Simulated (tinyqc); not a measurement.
Surface photovoltage measurement of the minority-carrier diffusion length in a wafer: one step, computed by the program tinyqc.

Low injection, steady light, a depletion layer much thinner than 1/alpha and L. The excess density dn is taken at the front edge of the neutral region; light that reaches the back is lost.

Task: The linear plot. alpha = (84.732/lambda - 76.417)^2 per cm with lambda in micrometre (an empirical fit for silicon between 0.7 and 1.05 micrometre). Thick wafer: dn = Phi L/((S_f + D/L)(L + 1/alpha)). Finite wafer, with s = S_b L/D, w = W/L, a = alpha L: dn = [Phi a/(a^2 - 1)] [a - B - exp(-alpha W)(a - s)/(cosh w + s sinh w)]/(S_f + B D/L), B = (sinh w + s cosh w)/(cosh w + s sinh w). Readings y = (Phi/dn) (1 + noise x g) at 780, 830, 880, 920, 950, 975 and 995 nm; a least-squares line y = c (1/alpha + L_app) gives L_app = intercept/slope.

Inputs (values chosen for the exercise, modelled on p-type silicon at room temperature):

| quantity | value | unit |
|---|---|---|
| diffusion length L | 22 | micrometre |
| wafer thickness W | 625 | micrometre |
| diffusivity D | 33.1 | cm^2/s |
| front recombination velocity S_f | 5200 | cm/s |
| back recombination velocity S_b | 300 | cm/s |
| photon flux entering | 4.9e+11 | 1/(cm^2 s) |
| relative noise of each reading | 0 | % |

normal deviates g for the noise: 1.78  1.02  0.99  -0.23  -0.34  1.64  -1.22

Give: the table «Readings» with the columns 1/alpha (micrometre), y (cm/s), line (cm/s), for lambda (nm) = 780, 830, 880, 920, 950, 975, 995; slope; apparent length L_app; error of L_app (rounded to 0.001).

Result:

Readings:

| lambda (nm) | 1/alpha (micrometre) | y (cm/s) | line (cm/s) |
|---|---|---|---|
| 780 | 9.6 | 2.911e+04 | 2.911e+04 |
| 830 | 15.2 | 3.421e+04 | 3.421e+04 |
| 880 | 25.3 | 4.356e+04 | 4.356e+04 |
| 920 | 40.7 | 5.766e+04 | 5.766e+04 |
| 950 | 61.3 | 7.664e+04 | 7.664e+04 |
| 975 | 90.9 | 1.039e+05 | 1.039e+05 |
| 995 | 130.9 | 1.407e+05 | 1.407e+05 |

slope = 920.2 cm/(s micrometre)

apparent length L_app = 22 micrometre

error of L_app (rounded to 0.001) = 0 %

At W/L = 28.4 the finite thickness shifts L_app by less than 0.05 %. S_f scales all readings alike and leaves L_app unchanged.
